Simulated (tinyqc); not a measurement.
Free and trapped electrons in a MOS channel with a dense trap tail: one step of the calculation.

p-type body, charge-sheet picture, full ionisation (an idealisation for deep acceptors), Boltzmann statistics for free electrons. e = Ec - EF at the surface. Acceptor-like traps of density D(E) = D0 + De exp(-E/Ew) at depth E below Ec, from 0 to Eu, hold n_t = integral of D(E)/(1 + exp((e - E)/Vt)). psi = Eg - Vt ln(Nv/Na) - e; N_dep = sqrt(2 eps0 eps_r Na (psi - Vt)/q); n_f = sqrt(N_dep^2 + 2 eps0 eps_r Vt Nc exp(-e/Vt)/q) - N_dep; Vg = Vfb + psi + q (N_dep + n_t + n_f)/Cox, Cox = eps0 eox/tox.

Task. Trapped charge. Trapezoid rule on 14 equal steps from 0 to Eu, f = 1/(1 + exp((e - E)/Vt)).

Values chosen for this exercise; band and dielectric values close to those of 4H silicon carbide:
- T = 300 K (temperature)
- D0 = 1.5e10 cm^-2 eV^-1 (constant background density of acceptor-like traps)
- De = 1.6e13 cm^-2 eV^-1 (density of the tail at the conduction edge)
- Ew = 0.1 eV (decay energy of the tail)
- Eu = 0.91 eV (depth below Ec down to which the traps reach)
- e = 0.043 eV (Ec - EF at the surface)

Constants: q = 1.602176634e-19 C, kB = 1.380649e-23 J/K, Vt = kB T/q. Results are converted to the units shown.

Find: E; D(E) f; n_t.

Result.

```
point	E (eV)	D(E) f (cm^-2 eV^-1)
0	0	2.5515e12
1	0.065000	5.8639e12
2	0.13000	4.2294e12
3	0.19500	2.2850e12
4	0.26000	1.2031e12
5	0.32500	6.3538e11
6	0.39000	3.3887e11
7	0.45500	1.8408e11
8	0.52000	1.0327e11
9	0.58500	6.1078e10
10	0.65000	3.9055e10
11	0.71500	2.7558e10
12	0.78000	2.1556e10
13	0.84500	1.8422e10
14	0.91000	1.6787e10
```

n_t = 1.0592e12 cm^-2

Program tinyqc, `OMP_NUM_THREADS=1 python tinyqc.py 2222019 2222020 out.jsonl`; Intel Xeon 2.30GHz, shared host, one thread, about 0.02 s.
